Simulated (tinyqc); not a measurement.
MP2 on RHF in the sto-6g basis, for H4, spin multiplicity 1, step by step. One step of it, computed by the program tinyqc.

Problem. Iteration 1: building the Fock matrix. J_ij = sum D_kl (ij|kl), K_ij = sum D_kl (ik|jl); F = H + J - 0.5 K; E = tr D H + tr D J / 2 - 0.25 tr D K + E_nn.

D at the start:
```
           1H 1s      2H 1s      3H 1s      4H 1s
1H 1s   0.710078   0.710078  -0.238523  -0.238523
2H 1s   0.710078   0.710078  -0.238523  -0.238523
3H 1s  -0.238523  -0.238523   0.710078   0.710078
4H 1s  -0.238523  -0.238523   0.710078   0.710078
```

core Hamiltonian H = T + V (hartree):
```
           1H 1s      2H 1s      3H 1s      4H 1s
1H 1s  -1.773019  -1.265185  -0.694348  -0.518481
2H 1s  -1.265185  -1.773019  -0.518481  -0.694348
3H 1s  -0.694348  -0.518481  -1.773019  -1.265185
4H 1s  -0.518481  -0.694348  -1.265185  -1.773019
```

Two-electron integrals (ij|kl) in chemists' order, unique and non-zero (hartree):
```
(11|11) 0.774999   (21|11) 0.382766   (21|21) 0.229190   (22|11) 0.528750
(22|21) 0.382766   (22|22) 0.774999   (31|11) 0.174616   (31|21) 0.092225
(31|22) 0.135881   (31|31) 0.057316   (32|11) 0.109394   (32|21) 0.067105
(32|22) 0.114522   (32|31) 0.036849   (32|32) 0.026910   (33|11) 0.376892
(33|21) 0.210195   (33|22) 0.325160   (33|31) 0.174616   (33|32) 0.114522
(33|33) 0.774999   (41|11) 0.114522   (41|21) 0.067105   (41|22) 0.109394
(41|31) 0.036849   (41|32) 0.026623   (41|33) 0.109394   (41|41) 0.026910
(42|11) 0.135881   (42|21) 0.092225   (42|22) 0.174616   (42|31) 0.045017
(42|32) 0.036849   (42|33) 0.135881   (42|41) 0.036849   (42|42) 0.057316
(43|11) 0.210195   (43|21) 0.126372   (43|22) 0.210195   (43|31) 0.092225
(43|32) 0.067105   (43|33) 0.382766   (43|41) 0.067105   (43|42) 0.092225
(43|43) 0.229190   (44|11) 0.325160   (44|21) 0.210195   (44|22) 0.376892
(44|31) 0.135881   (44|32) 0.109394   (44|33) 0.528750   (44|41) 0.114522
(44|42) 0.174616   (44|43) 0.382766   (44|44) 0.774999
```

nuclear repulsion = 2.67987935 hartree

Give: Coulomb J; exchange K; Fock matrix F; total energy of this density.

Solution.

Coulomb J (hartree):
```
       1H 1s  2H 1s  3H 1s  4H 1s
1H 1s  2.011  1.195  0.619  0.448
2H 1s  1.195  2.011  0.448  0.619
3H 1s  0.619  0.448  2.011  1.195
4H 1s  0.448  0.619  1.195  2.011
```

exchange K (hartree):
```
       1H 1s  2H 1s  3H 1s  4H 1s
1H 1s  1.155  0.992  0.372  0.339
2H 1s  0.992  1.155  0.339  0.372
3H 1s  0.372  0.339  1.155  0.992
4H 1s  0.339  0.372  0.992  1.155
```

Fock matrix F (hartree):
```
        1H 1s   2H 1s   3H 1s   4H 1s
1H 1s  -0.339  -0.566  -0.261  -0.240
2H 1s  -0.566  -0.339  -0.240  -0.261
3H 1s  -0.261  -0.240  -0.339  -0.566
4H 1s  -0.240  -0.261  -0.566  -0.339
```

total energy of this density = -2.10250 hartree
